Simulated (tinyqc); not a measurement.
Comparisons within one model: nanosheet or nanowire with hard walls, valleys of the Si type. A value that a table varies takes the place of the one given here.

Six ellipsoidal valleys along the cube axes: inverse mass tensor w = 1/mt + (1/ml - 1/mt) a a^T with a the unit axis. Device axes: x along the channel, z = [001], y = z x x.

Hard walls around a W x H rectangle. The block w_c of w in (y, z) confines; the transport mass follows from 1/m_x = w_xx - w_xc w_c^-1 w_cx. The cross-section problem c (w_yy ky^2 + 2 w_yz ky kz + w_zz kz^2), c = hbar^2/2m0, is solved in products sin(n pi y/W) sin(l pi z/H), n, l = 1 to 12; if w_yz = 0 the levels are c pi^2 (w_yy n^2/W^2 + w_zz l^2/H^2). The w_yz term couples (n, l) to (n', l') by -2 c w_yz D_nn'(W) D_ll'(H) with D_nm(L) = 4 n m/(L (n^2 - m^2)) for n + m odd and 0 otherwise.

Without degeneracy the line density is N1 exp((EF - Ec)/kB T) with N1 = sum 2 g sqrt(m_x kB T/(4 pi c)) exp(-E/kB T), here over n, l up to 80 where w_yz = 0 and over all levels of a 12 x 12 sine basis otherwise; the classical value is W H Nc with Nc = 2 g_all (m_dos kB T/(4 pi c))^(3/2), m_dos = (ml mt^2)^(1/3); dVt = kB T ln(W H Nc/N1).

Constants: hbar^2/2m0 = 3.80998211 eV angstrom^2; kB = 8.617333262e-05 eV/K.

Inputs chosen for the exercise (near those of Si; shifted at random, so the results belong to these values and not to a real crystal): ml = 0.919 m0 (longitudinal mass); mt = 0.192 m0 (transverse mass); T = 350 K (temperature); g_all = 6 (number of valleys); channel = 100 (transport direction x on a (001) wafer); H = 76 angstrom (height, along z = [001]); Ws = (25, 35, 50, 75, 110, 170, 260) angstrom (widths); W = 165 angstrom (width, along y).

## From wire to sheet

Valleys:
```
group  valleys g     w_yy     w_zz   |w_yz|  m_x (m0)
A              2  5.20833  1.08814  0.00000   0.19200
B              2  1.08814  5.20833  0.00000   0.19200
C              2  5.20833  5.20833  0.00000   0.91900
```

Lowest level of each group (groups ordered by w_zz, then w_yy) and dVt against the width.

Results:
```
W (angstrom)  A1 (eV)  B1 (eV)  C1 (eV)  dVt (mV)
25             0.3204   0.0994   0.3473     110.7
35             0.1670   0.0673   0.1938      85.2
50             0.0854   0.0503   0.1122      61.7
75             0.0419   0.0412   0.0687      42.4
110            0.0233   0.0373   0.0501      33.5
170            0.0139   0.0353   0.0407      28.1
260            0.0100   0.0345   0.0368      25.2
```

dVt falls from 111 to 25 mV. The lowest group changes from B to A between W = 75 and 110 angstrom (H = 76). At the widest W the lowest level is 0.0100 eV; the film limit c pi^2 w_zz/H^2 of that group is 0.0071 eV.

## Channel direction

The same rectangle along [100] and [110]; groups ordered by w_zz, then w_yy.

Lowest level of each group:
```
channel, group  valleys g   w_yy   w_zz  |w_yz|  m_x (m0)  E (eV)
[100] A                 2  5.208  1.088   0.000     0.192  0.0143
[100] B                 2  1.088  5.208   0.000     0.192  0.0354
[100] C                 2  5.208  5.208   0.000     0.919  0.0411
[110] A                 2  5.208  1.088   0.000     0.192  0.0143
[110] B                 4  3.148  5.208   0.000     0.555  0.0383
```

The lowest subband has m_x = 0.192 m0 and 2 valleys along [100], and 0.192 m0 and 2 valleys along [110]; its edge lies at 0.0143 and 0.0143 eV. These valleys have their axis along z, so turning the channel in the wafer plane leaves them alone; only the higher groups change.

## What each parameter does

E1 and E2 are the two lowest subband edges over all groups. Each row changes one parameter from the base and keeps the others.

Results:
```
case              E1 (eV)  E2 - E1 (meV)  m_x of lowest (m0)  dVt (mV)
base               0.0143           21.1               0.192      28.4
W = 155 angstrom   0.0152           20.4               0.192      29.0
H = 84 angstrom    0.0130           16.3               0.192      25.7
T = 400 K          0.0143           21.1               0.192      29.7
ml = 1.011 m0      0.0136           19.3               0.192      28.1
mt = 0.173 m0      0.0151           21.3               0.173      30.2
```

The largest shifts from the base row, up to three for each result and ties (the steps differ in size, so this ranks the rows, not the parameters). E1 (eV): H -0.0013, W +0.0010, mt +0.0008; unchanged at the printed digits by T. E2 - E1 (meV): H -4.9, ml -1.8, W -0.8; unchanged at the printed digits by T. m_x of lowest (m0): mt -0.019; unchanged at the printed digits by W, H, T and ml. dVt (mV): H -2.7, mt +1.8, T +1.3.

(tinyqc, `OMP_NUM_THREADS=1 python tinyqc.py 1280333 1280334 out.jsonl`, Intel(R) Xeon(R) Processor @ 2.30GHz, 1 thread, shared host, about 0.03 s.)
